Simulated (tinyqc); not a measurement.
Starting guesses with plain Roothaan steps: SCF starting guesses in the 6-31g basis, for H4+, spin multiplicity 2. Computed by the program tinyqc with PySCF. 

Geometry (angstrom):
```
atom       x       y       z
H     0.0000  0.0000  0.0000
H     0.0000  0.0000  1.2400
H     0.0000  0.0000  3.2680
H     0.0000  0.0000  4.5070
```

lowest solution found by these runs and by PySCF with stability checks = -1.654137 hartree

UHF with one setting changed at a time; a run stops when the energy changes by less than 1e-09 hartree and the error matrix is below 1e-5. Starts: the lowest orbitals of the core Hamiltonian, of the Wolfsberg-Helmholz matrix (K = 1.75), projected atomic densities, random orbitals, and the highest orbitals of the core Hamiltonian (a deliberately bad start).

Largest element of the error matrix X^T (FDS - SDF) X:
```
iteration     core  Wolfsberg-Helmholz  atomic densities   random  highest core orbitals
1          7.8e-02             8.3e-02           3.7e-02  2.3e-01                3.6e-02
2          1.3e-02             2.1e-02           1.6e-02  9.0e-02                6.3e-02
3          7.6e-03             9.6e-03           8.4e-03  2.1e-02                1.5e-02
4          7.1e-03             6.7e-03           6.4e-03  6.2e-03                7.7e-03
5          6.2e-03             5.7e-03           5.5e-03  5.2e-03                5.5e-03
6          5.3e-03             4.8e-03           4.7e-03  4.1e-03                4.8e-03
8          3.7e-03             3.3e-03           3.2e-03  3.0e-03                3.3e-03
10         2.4e-03             2.1e-03           2.1e-03  4.1e-03                2.2e-03
14         9.4e-04             8.2e-04           8.1e-04  6.1e-03                8.4e-04
20         2.1e-04             1.8e-04           1.8e-04  5.8e-03                1.9e-04
30         1.6e-05             1.4e-05           1.3e-05  9.4e-04                1.8e-05
45               -                   -                 -  1.5e-04                      -
60               -                   -                 -  2.8e-05                      -
```

How each run ends:
```
run                    iterations  E (hartree)                                                        state
core                           35     -1.65414                                                 lowest found
Wolfsberg-Helmholz             35     -1.65414                                                 lowest found
atomic densities               35     -1.65414                                                 lowest found
random                        >60     -1.65414  falls steadily but slowly, by a factor of about 0.90 a step
highest core orbitals          36     -1.65414                                                 lowest found
```

4 of 5 runs reach the lowest solution found, in 35 to 36 iterations (fastest: core, Wolfsberg-Helmholz, atomic densities). Not converged: random. The first errors are 8e-02, 8e-02, 4e-02, 2e-01, 4e-02; the deliberately bad start has the smallest one, so a small first error does not mark a good start.
